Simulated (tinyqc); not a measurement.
Charge neutrality of a doped semiconductor with incomplete ionisation: one step, computed by the program tinyqc.

Energies are counted from the top of the valence band; E_D is measured down from the conduction band and E_A up from the valence band.

Task: The closed form for the extrinsic range. With Boltzmann statistics, no holes and every acceptor ionised, n (n + N_A) = n1 (N_D - N_A - n) with n1 = (N_c/g_D) exp(-E_D/k_B T). Take the positive root.

Inputs (values chosen for the exercise, modelled on GaAs):
```
quantity                value   unit
donor density N_D     4.4e+15  cm^-3
acceptor density N_A  2.9e+14  cm^-3
donor depth E_D       0.00592     eV
donor degeneracy g_D        2      -
temperature T             350      K
```

Doping: n-type, compensated. Statistics of the bands: Fermi-Dirac.

N_c = 5.656872e+17 cm^-3

k_B T = 0.03016067 eV

Give: n1; n from the quadratic.

Result:

n1 = 2.324e+17 cm^-3

n from the quadratic = 4.035e+15 cm^-3
